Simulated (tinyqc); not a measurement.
Frequency dispersion of an accumulation capacitance by border traps, distributed model: one step of the calculation.

Traps spread evenly through the insulator exchange electrons with the semiconductor by tunnelling, with tau(x) = t0 exp(2 ka x) at depth x from the interface. The admittance per area Y seen at depth x obeys dY/dx = -Y^2/(i w eps0 eox) + q Nb ln(1 + i w tau)/tau, with Y(0) = i w Cs and w = 2 pi f; the gate sees Y(tox) = G + i w C. Working variable y = Y/(i w), in uF/cm^2. Cox = eps0 eox/tox.

Problem. Scales and lumped estimate. Cox; trap-free value 1/(1/Cox + 1/Cs); response depth d = ln(1/(w t0))/(2 ka), where w tau = 1; lumped estimate: all traps within d act as C_bt = q Nb d placed at d/2, so C = 1/{1/[1/(1/Cs + d/(2 eps0 eox)) + C_bt] + (tox - d/2)/(eps0 eox)}.

Inputs (values chosen for the exercise); permittivity close to that of hafnium oxide:

| symbol | value | unit | meaning |
|---|---|---|---|
| eox | 18.6 |  | relative permittivity of the insulator |
| tox | 5.9 | nm | insulator thickness |
| Cs | 2 | uF/cm^2 | semiconductor capacitance in accumulation |
| Nb | 7.2e19 | cm^-3 eV^-1 | density of border traps |
| ka | 3.9 | 1/nm | decay constant of the wave function in the insulator |
| t0 | 8e-11 | s | time constant of a trap at the interface |
| f | 1000 | Hz | frequency |

Constants: q = 1.602176634e-19 C, eps0 = 8.8541878128e-14 F/cm where lengths are in cm. Results are converted to the units shown.

Wanted: Cox; trap-free C; d; C_bt; lumped C.

Solution.

Cox = 2.791 uF/cm^2
trap-free C = 1.165 uF/cm^2
d = 1.859 nm
C_bt = 2.145 uF/cm^2
lumped C = 1.800 uF/cm^2

The traps within reach amount to 1.07 Cs and lie in the first 31.5 % of the insulator.

tinyqc, about 0.4 s, one thread, Intel Xeon 2.30GHz (shared host): `OMP_NUM_THREADS=1 python tinyqc.py 2202044 2202045 out.jsonl`
